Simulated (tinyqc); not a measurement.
MOS structure on a p-type body, non-linear Poisson equation by Newton steps: one step of the calculation.

One dimension, insulator interface at x = 0, acceptor density Na, uniform, net doping C = -(acceptor density). psi is counted from the intrinsic level: n = ni exp((psi - Vb)/Vt), p = ni exp(-psi/Vt); deep in the body psi_b = -Vt ln(Na/ni). The gate acts through Cox = eps0 eox/tox and has the potential psi_G = Vg - (phiM - chi - Vt ln(Nc/ni)). Boltzmann statistics, full ionisation, classical densities, no oxide or interface charge.

Task. Newton step. Solve the tridiagonal system a_(i-1) d_(i-1) + b_i d_i + a_i d_(i+1) = -F_i for nodes 0 to 11, with d = 0 on fixed nodes. Half of the step is added while the largest |d| exceeds 1.5 Vt, the full step after that.

Values chosen for this exercise: temperature T = 250 K.

Constants: q = 1.602176634e-19 C, kB = 1.380649e-23 J/K, Vt = kB T/q. Results are converted to the units shown.

```
interval,coupling a_i (F/cm^2)
0,1.0481145e-5
1,6.4006991e-6
2,3.9365802e-6
3,2.4094586e-6
4,1.4762176e-6
5,9.0160386e-7
6,5.5529244e-7
7,3.3810145e-7
8,2.0754742e-7
9,1.2704418e-7
10,7.8363700e-8
11,4.7641567e-8
```

```
node,diagonal b (F/cm^2),residual F (C/cm^2)
0,-1.1933337e-5,3.6726070e-6
1,-1.6917151e-5,~0
2,-1.0394842e-5,~0
3,-6.4399123e-6,~0
4,-4.0389526e-6,~0
5,-2.6284854e-6,~0
6,-1.8651873e-6,~0
7,-1.5610501e-6,~0
8,-1.6366561e-6,~0
9,-2.1150082e-6,~0
10,-3.1002582e-6,~0
11,-4.8615119e-6,~0
```

```
node,psi at the start (V)
0,-0.48858776
1,-0.48858776
2,-0.48858776
3,-0.48858776
4,-0.48858776
5,-0.48858776
6,-0.48858776
7,-0.48858776
8,-0.48858776
9,-0.48858776
10,-0.48858776
11,-0.48858776
12,-0.48858776
```

Find: Newton step d, before damping; psi after iteration 1.

Result.

```
node,"Newton step d, before damping (V)"
0,1.857
1,1.764
2,1.621
3,1.413
4,1.127
5,0.778
6,0.423
7,0.158
8,0.033
9,0.003
10,0.000
11,0.000
```

```
node,psi after iteration 1 (V)
0,0.4398
1,0.3933
2,0.3219
3,0.2177
4,0.0749
5,-0.0995
6,-0.2771
7,-0.4098
8,-0.4721
9,-0.4870
10,-0.4885
11,-0.4886
12,-0.4886
```

Computed by the program tinyqc: `OMP_NUM_THREADS=1 python tinyqc.py 2080139 2080140 out.jsonl`, one thread of a shared Intel Xeon 2.30GHz, about 0.4 s for the whole run.

~0 in a residual or rate marks an entry under 1e-11 of the largest of its column.
